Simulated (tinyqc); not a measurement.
Worked calculation: one-electron ion in a basis of Gaussians. Computed by tinyqc, a small Python program that keeps every step. Settings: Z = 4, l = 0. Command: `OMP_NUM_THREADS=1 python tinyqc.py 21465 21466 out.jsonl` (the two numbers bound the seeds that draw the settings). One thread of a shared host (Intel(R) Xeon(R) Processor @ 2.60GHz), about 0.01 s of CPU time with the checks.

## Matrices over normalised Gaussians

exponents of r^l exp(-a r^2) (1/bohr^2): 0.779200  3.815000  18.680000  91.470000  447.900000  2193.000000  10740.000000

Z = 4

l = 0

With p = a_i + a_j and I(k) = Gamma((k+1)/2) / (2 p^((k+1)/2)): S = I(2l+2), T = (2l+3) a_i a_j S / p, V = -Z I(2l+1), each divided by sqrt(S_ii S_jj).

S:
```
,1,2,3,4,5,6,7
1,1.000000,0.650261,0.245543,0.078306,0.024031,0.007316,0.002223
2,0.650261,1.000000,0.650234,0.245521,0.078299,0.024030,0.007314
3,0.245543,0.650234,1.000000,0.650219,0.245513,0.078302,0.024027
4,0.078306,0.245521,0.650219,1.000000,0.650219,0.245530,0.078294
5,0.024031,0.078299,0.245513,0.650219,1.000000,0.650252,0.245505
6,0.007316,0.024030,0.078302,0.245530,0.650252,1.000000,0.650172
7,0.002223,0.007314,0.024027,0.078294,0.245505,0.650172,1.000000
```

T (hartree):
```
,1,2,3,4,5,6,7
1,1.168800,1.262242,0.550997,0.181503,0.056076,0.017096,0.005197
2,1.262242,5.722500,6.179826,2.697479,0.888561,0.274546,0.083684
3,0.550997,6.179826,28.020000,30.258835,13.207704,4.350986,1.344113
4,0.181503,2.697479,30.258835,137.205000,148.167798,64.678195,21.303106
5,0.056076,0.888561,13.207704,148.167798,671.850000,725.555806,316.678924
6,0.017096,0.274546,4.350986,64.678195,725.555806,3289.500000,3552.165174
7,0.005197,0.083684,1.344113,21.303106,316.678924,3552.165174,16110.000000
```

V (hartree):
```
,1,2,3,4,5,6,7
1,-5.634489,-6.290827,-4.888824,-3.394636,-2.297453,-1.546617,-1.039954
2,-6.290827,-12.467441,-13.919627,-10.817214,-7.511077,-5.083542,-3.421966
3,-4.888824,-13.919627,-27.587890,-30.801169,-23.936044,-16.620703,-11.248301
4,-3.394636,-10.817214,-30.801169,-61.047711,-68.158192,-52.967877,-36.777725
5,-2.297453,-7.511077,-23.936044,-68.158192,-135.089184,-150.824835,-117.206170
6,-1.546617,-5.083542,-16.620703,-52.967877,-150.824835,-298.916139,-333.728235
7,-1.039954,-3.421966,-11.248301,-36.777725,-117.206170,-333.728235,-661.503565
```

## Generalised eigenproblem

H = T + V (hartree):
```
,1,2,3,4,5,6,7
1,-4.465689,-5.028585,-4.337828,-3.213133,-2.241377,-1.529521,-1.034757
2,-5.028585,-6.744941,-7.739802,-8.119735,-6.622516,-4.808996,-3.338282
3,-4.337828,-7.739802,0.432110,-0.542334,-10.728340,-12.269717,-9.904188
4,-3.213133,-8.119735,-0.542334,76.157289,80.009606,11.710318,-15.474619
5,-2.241377,-6.622516,-10.728340,80.009606,536.760816,574.730971,199.472753
6,-1.529521,-4.808996,-12.269717,11.710318,574.730971,2990.583861,3218.436939
7,-1.034757,-3.338282,-9.904188,-15.474619,199.472753,3218.436939,15448.496435
```

Solve H C = S C e through S^(-1/2); each column has its largest component positive (the first on a tie).

eigenvalues of S: 0.093322  0.171125  0.336843  0.647032  1.168594  1.910077  2.673007

eigenvalues (hartree): -7.980575  -1.532358  16.763509  144.282484  846.513750  4474.946592  23409.168942

coefficients:
```
,1,2,3,4,5,6,7
1,0.164971,1.265106,-0.541257,-0.171031,0.064245,-0.025800,0.010459
2,0.700139,-0.776704,1.438985,0.565258,-0.211957,0.084599,-0.034225
3,0.245611,-0.126177,-1.356057,-1.290873,0.541284,-0.214199,0.086056
4,0.036888,-0.023569,0.020419,1.476904,-1.219821,0.523552,-0.207942
5,0.005721,-0.002571,-0.022959,-0.103550,1.504598,-1.183134,0.502900
6,0.000700,-0.000456,0.000851,0.022714,-0.135722,1.498607,-1.127646
7,0.000129,-0.000058,-0.000485,-0.001925,0.019826,-0.123721,1.392358
```

For Z = 4 and l = 0 the exact lowest level is -Z^2/(2 n^2) with n = l + 1: -8.000000 hartree.
